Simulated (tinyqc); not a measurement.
# Undoped gate-all-around wire MOSFET, analytic charge model, step by step

tinyqc, about 0.03 s, one thread, Intel Xeon 2.30GHz (shared host): `OMP_NUM_THREADS=1 python tinyqc.py 2460114 2460115 out.jsonl` Printed values are rounded.

An undoped round wire of radius R under an insulator shell and a surrounding gate; long channel, electrons only, n = ni exp((psi - V)/Vt) with V the quasi-Fermi potential (0 at the source, Vd at the drain), constant mobility, no quantisation. The radial Poisson equation gives n(r) = n(0)/(1 - (1 - b) r^2/R^2)^2 with b = Q0/(Q + Q0). Q is the electron charge per area of the wire surface.

Inputs (values chosen for the exercise); material values close to those of silicon:
```
symbol,value,unit,meaning
T,300,K,temperature
Eg,1.14,eV,band gap
eps_r,11.6,,relative permittivity of the semiconductor
Nc,2.85e19,cm^-3,conduction-band density of states at T
Nv,2.7e19,cm^-3,valence-band density of states at T
eox,25.9,,relative permittivity of the gate insulator
tox,7.5,nm,insulator thickness
R,6,nm,wire radius
dphi,-0.16,V,gate work function less that of the intrinsic body
mu,250,cm^2/(V s),channel mobility
L,0.1,um,gate length
Vg,0.4,V,gate voltage
Vd,0.1,V,drain voltage
```

Constants: q = 1.602176634e-19 C, kB = 1.380649e-23 J/K, Vt = kB T/q, eps0 = 8.8541878128e-14 F/cm where lengths are in cm. Results are converted to the units shown.

Range of the model: In a wire this thin, quantum confinement raises the threshold; it is left out.

## Constants of the wire

ni = sqrt(Nc Nv) exp(-Eg/(2 Vt)), Eg in volts; Cox = eps0 eox/(R ln(1 + tox/R)); Q0 = 4 eps0 eps_r Vt/R; V0 = dphi + Vt ln[8 eps0 eps_r Vt/(q ni R^2)].

ni = 7.37099e9 cm^-3
Cox = 4.71318 uF/cm^2
Q0 = 177.015 nC/cm^2
V0 = 0.357800 V

## Iteration 1: charge at the source by Newton steps

Q at the start = 18 nC/cm^2

With V = 0: f = Q/Cox + Vt ln(Q/Q0) + Vt ln(1 + Q/Q0) - (Vg - V0); f' = 1/Cox + Vt/Q + Vt/(Q + Q0); Q(new) = Q - f/f'.

f = -0.0949717 V
f' = 0.00178096 V cm^2/nC
Q after iteration 1 = 71.3262 nC/cm^2

## Iteration 2: charge at the source by Newton steps

As before.

f = -0.0418129 V
f' = 6.78717e-4 V cm^2/nC
Q after iteration 2 = 132.932 nC/cm^2

## Course of the iteration: charge at the source by Newton steps

Stop when Q changes by less than 1e-8 nC/cm^2, or after 40 iterations.

Course of the iteration:
```
iteration  Q (nC/cm^2)  |change| (nC/cm^2)
1              71.3262                53.3
2              132.932                61.6
3              147.050                14.1
4              147.397               0.347
5              147.397             1.85e-4
6              147.397            5.28e-11
```

Converged in 6 iterations. At the end the number of correct digits about doubles with each step.

## Drain current and line charge

Qs = 147.397 nC/cm^2
Qd = 15.3524 nC/cm^2

Q solves Vg - V0 - V = Q/Cox + Vt ln(Q/Q0) + Vt ln(1 + Q/Q0). I = mu (2 pi R/L)[2 Vt (Qs - Qd) + (Qs^2 - Qd^2)/(2 Cox) + Vt Q0 ln((Qd + Q0)/(Qs + Q0))], with Qs at V = 0 and Qd at V = Vd. Electrons per length at the source: 2 pi R Qs/q; surface over centre density: (1 + Qs/Q0)^2.

first term = 0.643451 uA
second term = 0.214865 uA
third term = -0.225398 uA
I = 0.632918 uA
electrons per length = 0.346824 1/nm
surface over centre density = 3.35872

The square-law term makes up 33.9 % of the current.
